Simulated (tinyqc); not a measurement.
# Resistance of a source-drain extension with a graded tip: abruptness at a fixed junction position

y runs along the channel, the gate covers y > 0. The doping is N0 for y < y0 and N0 10^(-(y - y0)/la) beyond, uniform over the depth xj. Sheet conductance s(y) = q mu(N) max(N - Nch, 0) xj + (for y > 0) ma Cox Vo, with mu(N) = u0 + (u1 - u0)/(1 + (N/Nr)^au) and Cox = eps0 eox/tox. Current is taken as one-dimensional; depletion of the tip, spreading and the contact are left out. The metallurgical junction lies at yj, where N = Nch.

R_spacer = integral of dy/s from -Ls to 0, R_ov from 0 to yj, R_channel = (Lg - 2 yj)/(ma Cox Vo), R_total = 2 R_spacer + 2 R_ov + R_channel. Electrical length L_eff = ma Cox dR_total/d(1/Vo); R_series = R_total - L_eff/(ma Cox Vo). y0 is moved with la so that yj stays at 7.0613 nm.

Inputs (values chosen for the exercise); mobility law close to that of electrons in silicon: relative permittivity of the gate insulator (close to silicon dioxide) eox = 3.9; insulator thickness tox = 1.8 nm; active doping of the extension far from the gate N0 = 9.5e19 cm^-3; depth of the extension xj = 22 nm; channel doping Nch = 2.9e18 cm^-3; spacer length Ls = 6 nm; gate overdrive Vo = 0.36 V; mobility of the gate-induced layer ma = 100 cm^2/(V s); mobility at low doping u1 = 1414 cm^2/(V s); mobility at high doping u0 = 68.5 cm^2/(V s); reference doping Nr = 9.2e16 cm^-3; exponent au = 0.711; gate length Lg = 30 nm.

Constants: q = 1.602176634e-19 C, eps0 = 8.8541878128e-14 F/cm where lengths are in cm. Results are converted to the units shown.

The same in every row: yj (nm) = 7.061; R_channel (ohm um) = 229.9.

Result of one run:

| la (nm/decade) | R_spacer (ohm um) | R_ov (ohm um) | R_total (ohm um) | L_eff (nm) | R_series (ohm um) |
|---|---|---|---|---|---|
| 2 | 2.366 | 10.57 | 255.8 | 16.40 | 18.31 |

What becomes of these results when the lateral abruptness la is changed from 2 to 6.9 nm/decade, all else the same?

Result of the changed run:

| la (nm/decade) | R_spacer (ohm um) | R_ov (ohm um) | R_total (ohm um) | L_eff (nm) | R_series (ohm um) |
|---|---|---|---|---|---|
| 6.9 | 3.414 | 28.87 | 294.5 | 17.65 | 38.96 |

The whole series:

| la (nm/decade) | R_spacer (ohm um) | R_ov (ohm um) | R_total (ohm um) | L_eff (nm) | R_series (ohm um) |
|---|---|---|---|---|---|
| 1 | 2.366 | 6.642 | 247.9 | 16.14 | 14.16 |
| 2 | 2.366 | 10.57 | 255.8 | 16.40 | 18.31 |
| 3 | 2.366 | 14.50 | 263.6 | 16.66 | 22.45 |
| 3.9 | 2.366 | 18.04 | 270.7 | 16.89 | 26.19 |
| 4.9 | 2.378 | 21.96 | 278.6 | 17.14 | 30.34 |
| 5.9 | 2.692 | 25.60 | 286.5 | 17.40 | 34.57 |
| 6.9 | 3.414 | 28.87 | 294.5 | 17.65 | 38.96 |
| 7.8 | 4.384 | 31.54 | 301.7 | 17.86 | 43.07 |

As la goes from 1 to 7.8 nm/decade, R_total rises from 248 to 302 ohm um, R_spacer rises from 2.37 to 4.38 ohm um and R_ov rises from 6.64 to 31.5 ohm um. R_total changes on average by 7.92 ohm um for each nm/decade. L_eff exceeds the metallurgical length by 0.266 nm in the first row and 1.99 nm in the last, since the gate also controls the lightly doped tips.

Computed by the program tinyqc: `OMP_NUM_THREADS=1 python tinyqc.py 2282081 2282082 out.jsonl`, one thread of a shared Intel Xeon 2.30GHz, about 0.05 s for the whole run.
